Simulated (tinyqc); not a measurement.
## Junctionless gate-all-around wire, depletion approximation: effect of the insulator thickness on the threshold

A uniformly doped n-type wire of radius R under a surrounding gate; long channel. Below flat band a shell from radius rc to R is fully depleted and the neutral core, at channel potential V (0 at the source, Vd at the drain), carries the current with constant mobility; s = (rc/R)^2 is the share of the cross-section that conducts. The edge of the depleted shell is taken as abrupt, so there is no subthreshold current.

Cox = eps0 eox/(R ln(1 + tox/R)); A = q Nd R^2/(4 eps0 eps_r); B = q Nd R/(2 Cox); VT = Vfb - A - B. The flat-band conductance is G0 = q mu Nd pi R^2/L.

Values chosen for this exercise; material values close to those of germanium:
- eps_r = 15.9 (relative permittivity of the semiconductor)
- eox = 3.9 (relative permittivity of the gate insulator)
- R = 15 nm (wire radius)
- Nd = 3.3e18 cm^-3 (donor density)
- Vfb = 0.33 V (flat-band voltage)
- mu = 100 cm^2/(V s) (effective mobility in the wire)
- L = 0.1 um (gate length)

Constants: q = 1.602176634e-19 C, eps0 = 8.8541878128e-14 F/cm where lengths are in cm. Results are converted to the units shown.

The same in every row: A (V) = 0.2113; G0 (uS) = 37.37.

Results:
```
tox (nm)  Cox (uF/cm^2)   B (V)    VT (V)
1.3               2.770  0.1432  -0.02442
1.9               1.930  0.2054  -0.08669
2.7               1.391  0.2851   -0.1664
5.6              0.7257  0.5465   -0.4277
8.1              0.5332  0.7438   -0.6250
12               0.3917   1.012   -0.8937
```

Estimate the missing row, tox = 3.9 nm.

Computed row:
```
tox (nm)  Cox (uF/cm^2)   B (V)   VT (V)
3.9              0.9961  0.3981  -0.2793
```

With this row back in the table: As tox goes from 1.3 to 12 nm, VT falls from -0.0244 to -0.894 V and G0 stays at 37.4 uS. A + B goes on average as tox^(0.56). The device is normally off (VT > 0) in 0 of the 7 rows.

Program tinyqc, `OMP_NUM_THREADS=1 python tinyqc.py 2460120 2460121 out.jsonl`; Intel Xeon 2.30GHz, shared host, one thread, about 0.01 s.
